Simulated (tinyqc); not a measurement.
Raising U: Hubbard chain of 4 sites, mean field against exact. Computed by the program tinyqc. Collinear unrestricted mean field (the lowest of 40 random starts) against exact diagonalisation.

one-body matrix (hopping and site energies) (eV):
```
,1,2,3,4
1,-0.4300,-0.7900,0.0000,0.0000
2,-0.7900,0.3900,-0.7900,0.0000
3,0.0000,-0.7900,0.0000,-0.7900
4,0.0000,0.0000,-0.7900,0.0200
```

electrons, up and down: 2  2

Exact and mean-field results (eV):
```
U,U/t,E exact,E mean field,mean |n_up - n_down|,"double occupancy, exact",first gap in the sector
0.400,0.506,-3.32526,-3.30819,0.000,0.245,0.954
1.580,2.000,-2.36492,-2.08019,0.297,0.164,0.660
2.370,3.000,-1.91841,-1.51649,0.675,0.121,0.532
3.160,4.000,-1.59002,-1.17515,0.811,0.089,0.439
4.740,6.000,-1.16264,-0.80298,0.915,0.051,0.319
6.320,8.000,-0.90816,-0.60989,0.953,0.032,0.248
9.480,12.000,-0.62864,-0.41431,0.979,0.015,0.170
15.800,20.000,-0.39064,-0.25686,0.992,0.006,0.103
```

Estimate the missing row, U = 0.79.

Computed row:
```
U        U/t   E exact  E mean field  mean |n_up - n_down|  double occupancy, exact  first gap in the sector
0.790  1.000  -2.96457      -2.89487                 0.000                    0.217                    0.840
```

In absolute terms mean field is worst at U/t = 4.0, 0.415 eV too high: at small U it is nearly exact, and at large U it misses only exchange-scale energies. Its local moments set in at U/t = 2.0 of those listed, a broken symmetry that the exact state of a finite cluster with equal spins does not have. Relative to the exact energy its error is 0.5 % at the smallest U, 34 % at most and 34 % at the largest. The double occupancy falls from 0.245 to 0.006.
